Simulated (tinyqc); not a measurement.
Against thickness at fixed field: leakage through a gate insulator: direct, Fowler-Nordheim, trap-assisted and Poole-Frenkel currents. Computed by tinyqc, a small Python program. Command: `OMP_NUM_THREADS=1 python tinyqc.py 3008525 3008526 out.jsonl oxideleak walk`. One thread of a shared host (Intel(R) Xeon(R) Processor @ 2.30GHz), about 0.01 s of CPU time with the checks.

Electrons enter from the cathode Fermi level at x = 0; the conduction band of the insulator lies phi_b - e F x above it, F = V/t. WKB exponents use a parabolic band with mass m.

Inputs (values chosen for the exercise, with an insulator like SiO2):

| quantity | value | unit |
|---|---|---|
| thickness t | 1.8 | nm |
| barrier phi_b | 3.23 | eV |
| tunnelling mass m | 0.41 | m_0 |
| static constant eps_ox | 3.95 | - |
| voltage across the insulator V | 0.72 | V |
| trap depth phi_t | 1.6 | eV |
| trap density N_t | 3.9e+18 | cm^-3 |
| attempt rate nu_0 | 9e+13 | 1/s |
| activation of capture E_a | 0.13 | eV |
| temperature T | 200 | K |

Constants: hbar^2/(2 m_0) = 3.80998212 eV angstrom^2; e = 1.602176634e-19 C; hbar = 1.054571817e-34 J s; k_B = 8.617333262e-05 eV/K.

Method:
- For a level a distance phi(x) below the band, the WKB exponent is 2 int kappa dx with kappa = sqrt(m phi/(hbar^2/2m_0)); for a linear barrier from phi_1 down to phi_2 = max(phi_1 - e F d, 0) it is G = (4/3) sqrt(m/(hbar^2/2m_0)) (phi_1^(3/2) - phi_2^(3/2))/(e F).
- J_tun = e^3 F^2/(16 pi^2 hbar m phi_b) x exp(-G) / [1 - sqrt(phi_2/phi_b)]^2 with the free-electron mass in the cathode (m in m_0), phi_2 = max(phi_b - e V, 0): direct tunnelling for e V < phi_b, Fowler-Nordheim above. Image forces, back-flow and the limit on supply are left out, so J_tun is overstated below about 0.5 V.
- Equivalent oxide thickness = 3.9 t/eps_ox.
- A trap at depth x lies phi_t below the band. Capture: tunnel at the cathode Fermi level from 0 to x (G_in from phi_1 = phi_b), rate nu_0 exp(-G_in - E_c/k_B T) with E_c = E_a + max(phi_b - phi_t - e F x, 0), the last term being the height of the trap above the cathode Fermi level. Emission: tunnel from the trap level to the anode (G_out from phi_1 = phi_t over t - x), rate nu_0 exp(-G_out - E_a/k_B T). Re-emission to the cathode follows from detailed balance, rate_back = rate_in exp(dE/k_B T) with dE = phi_b - phi_t - e F x. Each trap passes R = rate_in rate_out/(rate_in + rate_back + rate_out) electrons per second; filling from the anode is left out.
- J_TAT = e N_t int_0^t R dx by the midpoint rule on 400 intervals; the most effective depth is the midpoint with the largest R, rounded to 0.01 nm.

field F = 4 MV/cm

Currents:

| t (nm) | V (V) | J_tun (A/cm^2) | J_TAT (A/cm^2) |
|---|---|---|---|
| 1.2 | 0.48 | 3.8285e+03 | 3.1319e-33 |
| 1.6 | 0.64 | 2.8739e+01 | 4.5110e-31 |
| 2.2 | 0.88 | 2.9894e-02 | 9.9641e-28 |
| 3.0 | 1.20 | 6.3817e-06 | 4.6400e-23 |
| 4.0 | 1.60 | 4.5878e-10 | 7.3081e-17 |
| 5.5 | 2.20 | 2.4501e-15 | 6.2569e-16 |
| 7.5 | 3.00 | 3.1333e-20 | 6.2574e-16 |
| 10.0 | 4.00 | 5.0415e-21 | 6.2335e-16 |

What does the comparison show, and why?

Between the first rows J_tun falls by 5.31 decades per nm. J_TAT overtakes J_tun between 5.5 and 7.5 nm. Below about 0.5 V the formula for J_tun, which has no back-flow, overstates the current.

Extremes, crossings and ranges named in words are read from the listed rows.
